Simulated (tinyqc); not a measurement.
Inside a calculation: optical gain and spontaneous emission in a bulk direct-gap semiconductor. Values are carried at full precision from step to step, so a last printed digit may differ when a step is redone from the rounded ones.

F_j(eta) = (1/Gamma(j + 1)) integral_0^infinity x^j dx/(1 + exp(x - eta)), which tends to exp(eta) for eta << 0.

Quasi-Fermi levels: n = Nc F_1/2(Fc/kT) and p = Nv F_1/2(Fv/kT), Fc counted up from the conduction edge and Fv down from the valence edge; Nc, Nv from N = 2 (m kB T/(4 pi c))^(3/2) with c = hbar^2/2m0, in 1/angstrom^3; times 1e24 for 1/cm^3, with me and (mhh^(3/2) + mlh^(3/2))^(2/3).

Constants: hbar^2/2m0 = 3.80998211 eV angstrom^2; kB = 8.617333262e-05 eV/K; fine-structure constant alpha = 0.007297352564; hbar = 6.58211957e-16 eV s; hbar c = 1973.269805 eV angstrom.

Inputs chosen for the exercise (near those of GaN; not measured data):
- me = 0.1997 m0 (electron mass)
- mhh = 1.369 m0 (heavy-hole mass)
- mlh = 0.3058 m0 (light-hole mass)
- n = 2.3e+19 1/cm^3 (injected density, n = p)
- T = 350 K
- Eg = 3.377 eV (direct gap)
- Ep = 16.9 eV (Kane energy)
- nr = 2.61 (refractive index)
- E = 3.431 eV (photon energy)

## Quasi-Fermi levels

Solve for Fc and Fv.

kT = 0.030161 eV
Nc = 2.822e+18 1/cm^3
Nv = 5.600e+19 1/cm^3
Fc = 0.1422 eV
Fv = -0.0225 eV
Fc + Fv = 0.1197 eV

The separation of the quasi-Fermi levels exceeds the gap, so photons between Eg and Eg + (Fc + Fv) see gain. The quasi-Fermi level of the electrons lies inside the band, that of the holes in the gap.

## Absorption of the empty crystal

Parabolic bands, vertical transitions, no excitons. For each hole band j: mr = me mj/(me + mj); joint density of states J_j(E) = (mr/c)^(3/2) sqrt(E - Eg)/(2 pi^2), both spins, c = hbar^2/2m0; averaged matrix element |e.p|^2 = m0 Ep/6; alpha_j(E) = 4 pi^2 alpha_f c Ep J_j/(3 nr E) in 1/angstrom (alpha_f the fine-structure constant, listed as alpha among the constants), times 1e8 for 1/cm.

Evaluate at E for heavy and light holes.

mr, J and alpha of each hole band:

| hole | mr (m0) | J (1/(eV angstrom^3)) | alpha (1/cm) |
|---|---|---|---|
| heavy | 0.17428 | 0.0001152 | 7952.4 |
| light | 0.12081 | 6.647e-05 | 4589.6 |

The heavy-hole band gives 63 % of the total, 12542 1/cm.

## Occupations and gain at E

For band j the electron sits at Ee = (E - Eg) mr/me above its edge and the hole at Eh = (E - Eg) mr/mj; fe = 1/(1 + exp((Ee - Fc)/kT)), fh = 1/(1 + exp((Eh - Fv)/kT)); gain g = sum_j alpha_j (fe + fh - 1).

Use mr and alpha from the table.

Energies, occupations and gain of each hole band:

| hole | Ee (eV) | Eh (eV) | fe | fh | g (1/cm) |
|---|---|---|---|---|---|
| heavy | 0.0471 | 0.0069 | 0.959 | 0.274 | 1855 |
| light | 0.0327 | 0.0213 | 0.974 | 0.190 | 752 |

total gain = 2606 1/cm

E - Eg = 0.0540 eV is below Fc + Fv = 0.1197 eV, so both bands give gain (Bernard-Duraffourg).

## Spontaneous emission

Spontaneous rate: R = integral of (nr E/(hbar c))^2/(pi^2 hbar) sum_j alpha_j fe fh dE, with alpha in 1/cm and (nr E/(hbar c))^2 in 1/cm^2 (1e16 per 1/angstrom^2); B = R/(n p); lifetime n/R.

Integrate over photon energy.

R = 1.56e+28 1/(cm^3 s)
B = 2.96e-11 cm^3/s
radiative lifetime = 1.47 ns

## Checks

- B at n = 1e13 1/cm^3 against the van Roosbroeck-Shockley value from alpha and ni^2 (cm^3/s): both 5.01e-11.

Program tinyqc; command `OMP_NUM_THREADS=1 python tinyqc.py 1681584 1681585 out.jsonl`; about 0.08 s on one thread of a shared Intel(R) Xeon(R) Processor @ 2.30GHz.
